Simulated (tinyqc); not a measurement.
Relaxation at fixed composition: composition and strain of an epitaxial Si(1-x)Ge(x) layer from Raman and X-ray peaks. Computed by tinyqc, a small Python program. Command: `OMP_NUM_THREADS=1 python tinyqc.py 3018140 3018141 out.jsonl epiraman walk`. One thread of a shared host (Intel(R) Xeon(R) Processor @ 2.30GHz), about 0.01 s of CPU time with the checks.

A (001) layer, biaxially strained in the plane. The Raman peaks follow empirical lines omega = w0 + c1 x + c3 x^3 + b eps (c3 for Si-Ge alone), with eps the in-plane strain.

Inputs (values chosen for the exercise, modelled on silicon-germanium): Ge fraction x = 0.9; lattice constant of Si = 5.431 angstrom; lattice constant of Ge = 5.658 angstrom; bowing B = 0.025 angstrom; 2 C12/C11 of Si = 0.766; 2 C12/C11 of Ge = 0.746; Si-Si: w0 = 521.1 1/cm; Si-Si: c1 = -64.5 1/cm; Si-Si: strain coefficient b = -696 1/cm; Ge-Ge: w0 = 280.5 1/cm; Ge-Ge: c1 = 18.9 1/cm; Ge-Ge: strain coefficient b = -479 1/cm; X-ray wavelength = 1.540598 angstrom.

Substrate: germanium.

Method:
- Relaxed lattice constant a(x) = a_Si + (a_Ge - a_Si) x - B x (1 - x).
- In-plane constant a_par = a_sub + R (a(x) - a_sub); eps = a_par/a(x) - 1; eps_perp = -(2 C12/C11) eps with 2 C12/C11 linear in x; a_perp = a(x) (1 + eps_perp).
- (004) Bragg angle theta = arcsin(2 lambda/a), with a = a_perp for the layer and a_sub for the substrate; separation = layer less substrate. The apparent x is the one that a fully strained layer (R = 0) would need to give the same a_perp.

Signatures; columns: (1) R; (2) eps (per mille); (3) Si-Si (1/cm); (4) Ge-Ge (1/cm); (5) a_perp (angstrom); (6) (004) separation (arcsec); (7) apparent x if R = 0 is assumed:
```
(1)      (2)     (3)     (4)     (5)     (6)      (7)
0.00  4.4292  459.97  295.39  5.6144  1042.1  0.90000
0.15  3.7648  460.43  295.71  5.6172   974.6  0.90647
0.30  3.1005  460.89  296.02  5.6200   907.2  0.91294
0.50  2.2146  461.51  296.45  5.6237   817.5  0.92155
0.70  1.3288  462.13  296.87  5.6275   727.9  0.93014
0.85  0.6644  462.59  297.19  5.6303   660.8  0.93658
1.00  0.0000  463.05  297.51  5.6330   593.7  0.94301
```

Full relaxation moves the Si-Si peak by +3.08 per cm and shrinks the X-ray separation to 57 % of its strained value, about 1/(1 + 2 C12/C11). A symmetric reflection alone cannot part x from R: a relaxed layer read as strained gives x = 0.943 in place of 0.9. An asymmetric reflection or a second peak is needed.

Extremes, crossings and ranges named in words are read from the listed rows.
